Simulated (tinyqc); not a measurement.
Raising U: Hubbard chain of 4 sites, mean field against exact. Computed by the program tinyqc. Collinear unrestricted mean field (the lowest of 40 random starts) against exact diagonalisation.

one-body matrix (hopping and site energies) (eV):
```
         1        2        3        4
1   0.0000  -1.1200   0.0000   0.0000
2  -1.1200   0.0000  -1.1200   0.0000
3   0.0000  -1.1200   0.0000  -1.1200
4   0.0000   0.0000  -1.1200   0.0000
```

electrons, up and down: 2  2

Exact and mean-field results (eV):

| U | U/t | E exact | E mean field | mean \|n_up - n_down\| | double occupancy, exact | first gap in the sector |
|---|---|---|---|---|---|---|
| 0.560 | 0.500 | -4.47785 | -4.44879 | 0.000 | 0.224 | 1.229 |
| 1.120 | 1.000 | -4.00441 | -3.88879 | 0.000 | 0.199 | 1.096 |
| 2.240 | 2.000 | -3.22106 | -2.79668 | 0.393 | 0.152 | 0.883 |
| 3.360 | 3.000 | -2.62912 | -2.06303 | 0.697 | 0.114 | 0.725 |
| 4.480 | 4.000 | -2.18752 | -1.60644 | 0.820 | 0.085 | 0.605 |
| 6.720 | 6.000 | -1.60377 | -1.09872 | 0.918 | 0.049 | 0.445 |
| 8.960 | 8.000 | -1.25123 | -0.83112 | 0.953 | 0.031 | 0.348 |
| 13.440 | 12.000 | -0.86024 | -0.55739 | 0.979 | 0.015 | 0.239 |
| 22.400 | 20.000 | -0.52485 | -0.33544 | 0.993 | 0.006 | 0.146 |

What does the comparison show, and why?

In absolute terms mean field is worst at U/t = 4.0, 0.581 eV too high: at small U it is nearly exact, and at large U it misses only exchange-scale energies. Its local moments set in at U/t = 2.0 of those listed, a broken symmetry that the exact state of a finite cluster with equal spins does not have. Relative to the exact energy its error is 0.6 % at the smallest U, 36 % at most and 36 % at the largest. The double occupancy falls from 0.224 to 0.006; at the largest U the first gap is 0.65 times the exchange scale 4t^2/U.
